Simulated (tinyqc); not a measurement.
Inside a calculation. Method: LCCD on RHF in the sto-3g basis, for H6, spin multiplicity 1. Computed by tinyqc, a small Python program that keeps every step (integrals from PySCF). Settings: charge = 0, multiplicity = 1, basis = sto-3g, method = RHF, energy threshold = 1e-10, iteration cap = 81, orthogonalisation = symmetric, start = atomic densities, DIIS depth = 6, amplitude equations = LCCD, DIIS depth for amplitudes = 6, cap on updates = 50. Command: `OMP_NUM_THREADS=1 python tinyqc.py 26665 26666 out.jsonl` (the two numbers bound the seeds that draw the settings). One thread of a shared host (Intel(R) Xeon(R) Processor @ 2.60GHz), about 0.1 s of CPU time with the checks. The early iterations of the SCF are left out here.

## One-electron integrals

Geometry (angstrom):
```
atom         x         y         z
H     0.000000  0.000000  0.000000
H     0.000000  0.000000  0.947000
H     0.000000  0.000000  2.428000
H     0.000000  0.000000  3.375000
H     0.000000  0.000000  4.855000
H     0.000000  0.000000  5.803000
```

Basis sto-3g: exponents (1/bohr^2) and contraction coefficients of normalised primitives:
```
element  l (shell)  exponent  coefficient
H            s (1)  3.425251     0.154329
H            s (1)  0.623914     0.535328
H            s (1)  0.168855     0.444635
```

Overlap, kinetic and nuclear-attraction integrals over the contracted functions; the nuclear repulsion is the sum of Za Zb / Rab.

nuclear repulsion = 4.02068986 hartree

overlap S, lower triangle:
```
          1H 1s     2H 1s     3H 1s     4H 1s     5H 1s     6H 1s
1H 1s  1.000000
2H 1s  0.528231  1.000000
3H 1s  0.056610  0.263847  1.000000
4H 1s  0.008015  0.056610  0.528231  1.000000
5H 1s  0.000167  0.002235  0.056714  0.264223  1.000000
6H 1s  0.000008  0.000166  0.008015  0.056610  0.527623  1.000000
```

kinetic energy T (hartree), lower triangle:
```
           1H 1s      2H 1s      3H 1s      4H 1s     5H 1s     6H 1s
1H 1s   0.760032
2H 1s   0.132165   0.760032
3H 1s  -0.011045   0.011309   0.760032
4H 1s  -0.003821  -0.011045   0.132165   0.760032
5H 1s  -0.000166  -0.001434  -0.011050   0.011400  0.760032
6H 1s  -0.000011  -0.000166  -0.003821  -0.011045  0.131749  0.760032
```

nuclear attraction V (hartree), lower triangle:
```
           1H 1s      2H 1s      3H 1s      4H 1s      5H 1s      6H 1s
1H 1s  -2.339182
2H 1s  -1.224323  -2.582326
3H 1s  -0.120699  -0.594776  -2.712767
4H 1s  -0.016762  -0.125574  -1.349374  -2.712911
5H 1s  -0.000348  -0.004753  -0.125825  -0.595739  -2.582187
6H 1s  -0.000016  -0.000347  -0.016763  -0.120700  -1.222559  -2.338675
```

core Hamiltonian H = T + V (hartree), lower triangle:
```
           1H 1s      2H 1s      3H 1s      4H 1s      5H 1s      6H 1s
1H 1s  -1.579150
2H 1s  -1.092158  -1.822294
3H 1s  -0.131745  -0.583467  -1.952735
4H 1s  -0.020583  -0.136620  -1.217209  -1.952879
5H 1s  -0.000515  -0.006188  -0.136875  -0.584339  -1.822156
6H 1s  -0.000028  -0.000513  -0.020584  -0.131746  -1.090809  -1.578643
```

## Two-electron integrals

Functions are numbered as in S; the eight-fold symmetry (ij|kl) = (ji|kl) = (kl|ij) leaves the list below.

Two-electron integrals (ij|kl) in chemists' order, unique and non-zero (hartree):
```
(11|11) 0.774606   (21|11) 0.334483   (21|21) 0.181106   (22|11) 0.495642
(22|21) 0.334483   (22|22) 0.774606   (31|11) 0.023715   (31|21) 0.014585
(31|22) 0.031560   (31|31) 0.001557   (32|11) 0.083933   (32|21) 0.057699
(32|22) 0.142241   (32|31) 0.007454   (32|32) 0.039680   (33|11) 0.217808
(33|21) 0.143802   (33|22) 0.349777   (33|31) 0.023715   (33|32) 0.142241
(33|33) 0.774606   (41|11) 0.002583   (41|21) 0.001680   (41|22) 0.003874
(41|31) 0.000205   (41|32) 0.001056   (41|33) 0.003874   (41|41) 0.000029
(42|11) 0.014450   (42|21) 0.009730   (42|22) 0.023715   (42|31) 0.001352
(42|32) 0.007454   (42|33) 0.031560   (42|41) 0.000205   (42|42) 0.001557
(43|11) 0.096834   (43|21) 0.061656   (43|22) 0.143802   (43|31) 0.009730
(43|32) 0.057699   (43|33) 0.334483   (43|41) 0.001680   (43|42) 0.014585
(43|43) 0.181106   (44|11) 0.156792   (44|21) 0.096834   (44|22) 0.217808
(44|31) 0.014450   (44|32) 0.083933   (44|33) 0.495642   (44|41) 0.002583
(44|42) 0.023715   (44|43) 0.334483   (44|44) 0.774606   (51|11) 0.000037
(51|21) 0.000024   (51|22) 0.000057   (51|31) 3.52e-06   (51|32) 0.000020
(51|33) 0.000092   (51|41) 5.58e-07   (51|42) 4.37e-06   (51|43) 0.000044
(51|44) 0.000073   (51|51) 1.28e-08   (52|11) 0.000416   (52|21) 0.000266
(52|22) 0.000621   (52|31) 0.000040   (52|32) 0.000227   (52|33) 0.001147
(52|41) 0.000007   (52|42) 0.000054   (52|43) 0.000613   (52|44) 0.001147
(52|51) 1.63e-07   (52|52) 2.25e-06   (53|11) 0.008379   (53|21) 0.005140
(53|22) 0.011479   (53|31) 0.000751   (53|32) 0.004284   (53|33) 0.023765
(53|41) 0.000129   (53|42) 0.001130   (53|43) 0.014615   (53|44) 0.031622
(53|51) 3.52e-06   (53|52) 0.000054   (53|53) 0.001563   (54|11) 0.034192
(54|21) 0.020517   (54|22) 0.044605   (54|31) 0.002841   (54|32) 0.015733
(54|33) 0.084073   (54|41) 0.000486   (54|42) 0.004282   (54|43) 0.057797
(54|44) 0.142484   (54|51) 0.000014   (54|52) 0.000227   (54|53) 0.007480
(54|54) 0.039803   (55|11) 0.108996   (55|21) 0.063944   (55|22) 0.135409
(55|31) 0.008365   (55|32) 0.044550   (55|33) 0.217897   (55|41) 0.001369
(55|42) 0.011460   (55|43) 0.143874   (55|44) 0.349988   (55|51) 0.000037
(55|52) 0.000621   (55|53) 0.023765   (55|54) 0.142484   (55|55) 0.774606
(61|11) 1.42e-06   (61|21) 8.97e-07   (61|22) 2.08e-06   (61|31) 1.35e-07
(61|32) 7.74e-07   (61|33) 4.02e-06   (61|41) 2.26e-08   (61|42) 1.88e-07
(61|43) 2.16e-06   (61|44) 4.02e-06   (61|52) 7.89e-09   (61|53) 1.89e-07
(61|54) 7.75e-07   (61|55) 2.08e-06   (62|11) 0.000026   (62|21) 0.000016
(62|22) 0.000037   (62|31) 2.38e-06   (62|32) 0.000014   (62|33) 0.000073
(62|41) 4.07e-07   (62|42) 3.51e-06   (62|43) 0.000044   (62|44) 0.000091
(62|51) 1.09e-08   (62|52) 1.63e-07   (62|53) 4.37e-06   (62|54) 0.000020
(62|55) 0.000057   (62|62) 1.27e-08   (63|11) 0.001044   (63|21) 0.000628
(63|22) 0.001368   (63|31) 0.000087   (63|32) 0.000485   (63|33) 0.002583
(63|41) 0.000015   (63|42) 0.000129   (63|43) 0.001680   (63|44) 0.003874
(63|51) 4.08e-07   (63|52) 0.000007   (63|53) 0.000206   (63|54) 0.001058
(63|55) 0.003875   (63|61) 2.26e-08   (63|62) 5.56e-07   (63|63) 0.000029
(64|11) 0.006595   (64|21) 0.003906   (64|22) 0.008363   (64|31) 0.000523
(64|32) 0.002836   (64|33) 0.014450   (64|41) 0.000087   (64|42) 0.000749
(64|43) 0.009730   (64|44) 0.023715   (64|51) 2.39e-06   (64|52) 0.000040
(64|53) 0.001355   (64|54) 0.007465   (64|55) 0.031563   (64|61) 1.35e-07
(64|62) 3.51e-06   (64|63) 0.000205   (64|64) 0.001557   (65|11) 0.052475
(65|21) 0.030489   (65|22) 0.063863   (65|31) 0.003902   (65|32) 0.020464
(65|33) 0.096740   (65|41) 0.000627   (65|42) 0.005125   (65|43) 0.061599
(65|44) 0.143675   (65|51) 0.000016   (65|52) 0.000266   (65|53) 0.009737
(65|54) 0.057714   (65|55) 0.333996   (65|61) 8.97e-07   (65|62) 0.000024
(65|63) 0.001678   (65|64) 0.014570   (65|65) 0.180644   (66|11) 0.091190
(66|21) 0.052531   (66|22) 0.108974   (66|31) 0.006595   (66|32) 0.034139
(66|33) 0.156792   (66|41) 0.001044   (66|42) 0.008363   (66|43) 0.096834
(66|44) 0.217808   (66|51) 0.000026   (66|52) 0.000416   (66|53) 0.014473
(66|54) 0.084026   (66|55) 0.495304   (66|61) 1.42e-06   (66|62) 0.000037
(66|63) 0.002583   (66|64) 0.023715   (66|65) 0.333996   (66|66) 0.774606
```

## Orthogonalisation

S = U s U^T; symmetric (Loewdin) form X = U s^(-1/2) U^T, so that X^T S X = 1.

eigenvalues of S: 0.344333  0.440952  0.568082  1.275704  1.557112  1.813817

X, lower triangle:
```
           1H 1s      2H 1s      3H 1s      4H 1s      5H 1s     6H 1s
1H 1s   1.135646
2H 1s  -0.334119   1.172146
3H 1s   0.038691  -0.175362   1.175562
4H 1s  -0.009520   0.039783  -0.345132   1.175663
5H 1s   0.000981  -0.003874   0.039812  -0.175577   1.171847
6H 1s  -0.000244   0.000979  -0.009513   0.038688  -0.333579  1.135256
```

## Iteration 8 (converged): orbitals

converged F (hartree), lower triangle:
```
           1H 1s      2H 1s      3H 1s      4H 1s      5H 1s      6H 1s
1H 1s  -0.268906
2H 1s  -0.501519  -0.295021
3H 1s  -0.076433  -0.205138  -0.297010
4H 1s  -0.002465  -0.076098  -0.503454  -0.297091
5H 1s   0.000881  -0.004409  -0.076236  -0.205444  -0.294717
6H 1s  -0.001908   0.000883  -0.002441  -0.076461  -0.501084  -0.268514
```

Diagonalise F' = X^T F X, C = X C', fill 3 alpha and 3 beta electrons from the bottom; D = 2 C_occ C_occ^T. Each column has its largest component positive (the first on a tie).

F' = X^T F X (hartree), lower triangle:
```
           1          2          3          4          5          6
1  -0.001086
2  -0.508874   0.023235
3   0.047058  -0.204026   0.026516
4  -0.002551   0.048655  -0.520829   0.026580
5   0.001992  -0.005012   0.048685  -0.204315   0.023104
6  -0.002969   0.001989  -0.002508   0.047060  -0.508351  -0.001280
```

orbital energies (hartree): MO1 -0.583420, MO2 -0.515304, MO3 -0.430414, MO4 0.331679, MO5 0.533558, MO6 0.760970

coefficients C:
```
            MO1        MO2        MO3        MO4        MO5        MO6
1H 1s  0.221784   0.390286  -0.361083  -0.561956  -0.722025  -0.483641
2H 1s  0.277502   0.407727  -0.289787   0.413275   0.765658   0.658529
3H 1s  0.387252   0.061518   0.421738   0.626135  -0.162142  -0.886025
4H 1s  0.387269  -0.063741   0.421361  -0.625507  -0.165284   0.886078
5H 1s  0.276901  -0.407111  -0.291423  -0.415130   0.764788  -0.657536
6H 1s  0.221076  -0.389314  -0.362769   0.563915  -0.720405   0.482334
```

D after iteration 8, lower triangle:
```
           1H 1s      2H 1s      3H 1s      4H 1s     5H 1s     6H 1s
1H 1s   0.663785
2H 1s   0.650626   0.654450
3H 1s  -0.084774   0.020663   0.663223
4H 1s  -0.182268  -0.081252   0.647507   0.663171
5H 1s   0.015501  -0.009399  -0.081437   0.020781  0.654682
6H 1s   0.056154   0.015481  -0.182662  -0.084851  0.650859  0.664082
```

## Convergence

Stop when the energy changes by less than 1e-10 hartree and every element of the error matrix X^T (F D S - S D F) X is below 3e-06.

Course of the cycle:
```
iteration  E (hartree)     change  largest element of the error matrix
1          -2.25398531          -                             1.75e-02
2          -3.22141102  -9.67e-01                             3.67e-02
3          -3.21830961   3.10e-03                             4.86e-02
4          -3.22528561  -6.98e-03                             4.71e-03
5          -3.22534033  -5.47e-05                             1.32e-03
6          -3.22534520  -4.86e-06                             3.51e-05
7          -3.22534520  -3.43e-09                             1.49e-07
8          -3.22534520  -5.51e-14                             4.21e-09
```

PySCF RHF in the same basis = -3.22534520 hartree

Converged in 8 iterations.

## Integrals over molecular orbitals

(pq|rs) = sum C_ip C_jq C_kr C_ls (ij|kl), one index at a time.

one-electron integrals over orbitals h = C^T H C (hartree), lower triangle:
```
           1          2          3          4          5          6
1  -2.016450
2   0.000322  -1.838000
3  -0.119662   0.000341  -1.862446
4   0.000070  -0.127158  -0.000481  -1.489479
5  -0.068438  -0.000275   0.114652  -0.000245  -1.253968
6  -0.000138  -0.058412  -0.000080   0.128280   0.000283  -1.224852
```

Two-electron integrals over orbitals (pq|rs), unique and non-zero (hartree):
```
(11|11) 0.378899    (21|11) -0.000028   (21|21) 0.125799    (22|11) 0.296861
(22|21) 0.000510    (22|22) 0.369192    (31|11) 0.077769    (31|21) -0.000278
(31|22) -0.066672   (31|31) 0.136106    (32|11) -0.000407   (32|21) -0.126514
(32|22) -0.000218   (32|31) -0.000440   (32|32) 0.141020    (33|11) 0.361157
(33|21) -0.000622   (33|22) 0.313301    (33|31) 0.048724    (33|32) 0.000413
(33|33) 0.360242    (41|11) 0.000034    (41|21) 0.029148    (41|22) -0.000105
(41|31) 0.000121    (41|32) 0.001887    (41|33) 0.000043    (41|41) 0.081113
(42|11) 0.043756    (42|21) -0.000267   (42|22) -0.006768   (42|31) 0.041880
(42|32) -0.000015   (42|33) 0.014154    (42|41) -0.000207   (42|42) 0.064179
(43|11) 0.000267    (43|21) 0.049549    (43|22) 0.000075    (43|31) 0.000247
(43|32) -0.047255   (43|33) -0.000098   (43|41) 0.017831    (43|42) 0.000154
(43|43) 0.070996    (44|11) 0.357901    (44|21) -0.000507   (44|22) 0.310627
(44|31) 0.045742    (44|32) 0.000294    (44|33) 0.350195    (44|41) 0.000015
(44|42) 0.019773    (44|43) -0.000056   (44|44) 0.361749    (51|11) 0.008960
(51|21) 0.000080    (51|22) 0.021300    (51|31) -0.016973   (51|32) 0.000089
(51|33) -0.006701   (51|41) 0.000141    (51|42) 0.042912    (51|43) 0.000166
(51|44) -0.000776   (51|51) 0.047435    (52|11) 0.000144    (52|21) 0.014744
(52|22) -0.000098   (52|31) 0.000200    (52|32) 0.006401    (52|33) 0.000105
(52|41) 0.055772    (52|42) 0.000043    (52|43) -0.041828   (52|44) 0.000095
(52|51) 0.000212    (52|52) 0.092900    (53|11) -0.051220   (53|21) 0.000255
(53|22) 0.001134    (53|31) -0.045024   (53|32) 0.000045    (53|33) -0.025052
(53|41) 0.000199    (53|42) -0.062700   (53|43) -0.000209   (53|44) -0.021654
(53|51) -0.040452   (53|52) -2.15e-06   (53|53) 0.066082    (54|11) 0.000334
(54|21) 0.124852    (54|22) 0.000229    (54|31) 0.000344    (54|32) -0.135418
(54|33) -0.000452   (54|41) 0.003220    (54|42) -0.000007   (54|43) 0.048414
(54|44) -0.000352   (54|51) -0.000057   (54|52) -0.005898   (54|53) -0.000016
(54|54) 0.143436    (55|11) 0.306058    (55|21) 0.000420    (55|22) 0.370651
(55|31) -0.059623   (55|32) -0.000141   (55|33) 0.320263    (55|41) -0.000078
(55|42) -0.003942   (55|43) 0.000063    (55|44) 0.327149    (55|51) 0.021883
(55|52) -0.000083   (55|53) 0.000434    (55|54) 0.000173    (55|55) 0.390732
(61|11) 0.000044    (61|21) -0.002329   (61|22) 0.000068    (61|31) -0.000008
(61|32) -0.009492   (61|33) -0.000032   (61|41) -0.029076   (61|42) 0.000153
(61|43) -0.057364   (61|44) -0.000015   (61|51) 4.10e-06    (61|52) 0.034856
(61|53) -0.000106   (61|54) 0.007435    (61|55) 0.000054    (61|61) 0.068473
(62|11) 0.014989    (62|21) 0.000096    (62|22) 0.026278    (62|31) -0.014766
(62|32) 0.000067    (62|33) 0.002379    (62|41) 0.000174    (62|42) 0.041562
(62|43) 0.000202    (62|44) 0.000352    (62|51) 0.045515    (62|52) 0.000215
(62|53) -0.043335   (62|54) -0.000054   (62|55) 0.025407    (62|61) -0.000031
(62|62) 0.047313    (63|11) -0.000024   (63|21) -0.033141   (63|22) 0.000096
(63|31) -0.000118   (63|32) 0.004931    (63|33) -4.76e-06   (63|41) -0.079845
(63|42) 0.000238    (63|43) -0.019446   (63|44) -0.000015   (63|51) -0.000115
(63|52) -0.056701   (63|53) -0.000242   (63|54) -0.003671   (63|55) 0.000093
(63|61) 0.028934    (63|62) -0.000150   (63|63) 0.084254    (64|11) -0.079015
(64|21) 0.000286    (64|22) 0.060797    (64|31) -0.131381   (64|32) 0.000412
(64|33) -0.049402   (64|41) -0.000104   (64|42) -0.043983   (64|43) -0.000246
(64|44) -0.050130   (64|51) 0.014375    (64|52) -0.000194   (64|53) 0.046017
(64|54) -0.000347   (64|55) 0.063447    (64|61) 3.49e-06    (64|62) 0.013727
(64|63) 0.000109    (64|64) 0.140504    (65|11) 0.000015    (65|21) 0.128661
(65|22) 0.000450    (65|31) -0.000175   (65|32) -0.129953   (65|33) -0.000618
(65|41) 0.031067    (65|42) -0.000250   (65|43) 0.052666    (65|44) -0.000521
(65|51) 0.000069    (65|52) 0.015518    (65|53) 0.000238    (65|54) 0.134922
(65|55) 0.000397    (65|61) -0.003646   (65|62) 0.000089    (65|63) -0.036476
(65|64) 0.000207    (65|65) 0.142391    (66|11) 0.398819    (66|21) -0.000096
(66|22) 0.312950    (66|31) 0.081985    (66|32) -0.000361   (66|33) 0.381162
(66|41) 0.000024    (66|42) 0.048355    (66|43) 0.000268    (66|44) 0.386900
(66|51) 0.011013    (66|52) 0.000150    (66|53) -0.056279   (66|54) 0.000304
(66|55) 0.331129    (66|61) 0.000046    (66|62) 0.017143    (66|63) -0.000010
(66|64) -0.088814   (66|65) -0.000054   (66|66) 0.439164
```

## LCCD: starting amplitudes

t_ij^ab = <ij||ab> / (e_i + e_j - e_a - e_b), whose energy is MP2.

Starting amplitudes (spin orbitals 1a, 1b, ...; amplitudes related by a flip of all spins are not repeated; the 24 largest):
```
from      to          t
3a 3b  4a 4b  -0.046580
1a 1b  4a 4b  -0.044319
2a 2b  5a 5b  -0.044286
1a 3b  4a 6b   0.037904
2a 2b  4a 4b  -0.037887
3a 3b  6a 6b  -0.035360
2a 3b  4a 5b   0.034623
3a 3b  5a 5b  -0.034276
1a 2b  4a 5b  -0.028398
1a 3b  4b 6a  -0.027232
1a 1b  6a 6b  -0.025466
2a 3b  5a 6b   0.025310
2a 3b  4b 5a  -0.023097
1a 2b  4b 5a   0.021850
1a 1b  5a 5b  -0.021234
2a 2b  4a 6b  -0.019574
1a 3b  5a 5b   0.019439
2a 3b  5b 6a  -0.019344
1a 2b  5a 6b  -0.019018
2a 2b  6a 6b  -0.018536
1a 2b  5b 6a   0.014564
1a 1b  4a 6b   0.012869
2a 3a  4a 5a   0.011525
1a 3b  6a 6b  -0.011410
```

correlation energy = -0.05686587 hartree

## LCCD: amplitude update 1

t_ij^ab D_ij^ab are set to the remaining terms of the spin-orbital equations, evaluated with the old amplitudes; for the doubles these are <ij||ab> + 1/2 <ab||ef> t_ij^ef + 1/2 <mn||ij> t_mn^ab + P(ij)P(ab) <mb||ej> t_im^ae, D the orbital-energy denominators (linear CCD).

Amplitudes after update 1 (spin orbitals 1a, 1b, ...; amplitudes related by a flip of all spins are not repeated; the 24 largest):
```
from      to          t
3a 3b  4a 4b  -0.069370
2a 2b  5a 5b  -0.062070
1a 1b  4a 4b  -0.058335
1a 3b  4a 6b   0.053445
2a 2b  4a 4b  -0.051042
2a 3b  4a 5b   0.049696
3a 3b  5a 5b  -0.045025
3a 3b  6a 6b  -0.044332
1a 3b  4b 6a  -0.041045
1a 2b  4a 5b  -0.038130
2a 3b  4b 5a  -0.036221
1a 1b  6a 6b  -0.034914
2a 3b  5a 6b   0.033110
1a 2b  4b 5a   0.030622
2a 2b  4a 6b  -0.029564
1a 3b  5a 5b   0.029478
1a 1b  5a 5b  -0.027822
1a 2b  5a 6b  -0.026864
2a 3b  5b 6a  -0.026367
2a 2b  6a 6b  -0.023666
1a 2b  5b 6a   0.021487
1a 1b  4a 6b   0.017880
1a 3b  6a 6b  -0.015472
1a 3b  4a 4b  -0.015101
```

correlation energy = -0.07906769 hartree

## LCCD: convergence

E_corr = 1/4 sum <ij||ab> t_ij^ab; stop when the norm of the change is below 1e-8.

Course of the amplitude iterations:
```
update  correlation energy (hartree)  norm of the change
0                        -0.05686587                   -
1                        -0.07906769            1.35e-01
2                        -0.08815365            5.77e-02
3                        -0.09479024            2.54e-02
4                        -0.09479880            3.27e-03
5                        -0.09479529            9.17e-04
6                        -0.09480249            2.91e-04
7                        -0.09480395            5.60e-05
8                        -0.09480402            2.34e-05
9                        -0.09480412            1.15e-05
10                       -0.09480406            2.23e-06
11                       -0.09480403            4.92e-07
12                       -0.09480402            1.78e-07
13                       -0.09480402            6.30e-08
14                       -0.09480401            2.59e-08
15                       -0.09480401            7.86e-09
```

Converged amplitudes (spin orbitals 1a, 1b, ...; amplitudes related by a flip of all spins are not repeated; the 24 largest):
```
from      to          t
3a 3b  4a 4b  -0.095677
2a 2b  5a 5b  -0.075255
1a 1b  4a 4b  -0.064786
1a 3b  4a 6b   0.064232
2a 3b  4a 5b   0.062531
2a 2b  4a 4b  -0.060758
3a 3b  5a 5b  -0.052140
1a 3b  4b 6a  -0.050462
2a 3b  4b 5a  -0.048337
3a 3b  6a 6b  -0.047262
1a 1b  6a 6b  -0.043283
1a 2b  4a 5b  -0.043262
2a 3b  5a 6b   0.036701
2a 2b  4a 6b  -0.035966
1a 3b  5a 5b   0.035860
1a 2b  4b 5a   0.035105
1a 2b  5a 6b  -0.033506
1a 1b  5a 5b  -0.032896
2a 3b  5b 6a  -0.029474
1a 2b  5b 6a   0.027474
2a 2b  6a 6b  -0.027196
1a 1b  4a 6b   0.020983
1a 3b  4a 4b  -0.018547
1a 3b  6a 6b  -0.017676
```

LCCD total energy = -3.32014921 hartree

Converged in 15 updates, with DIIS from the third.
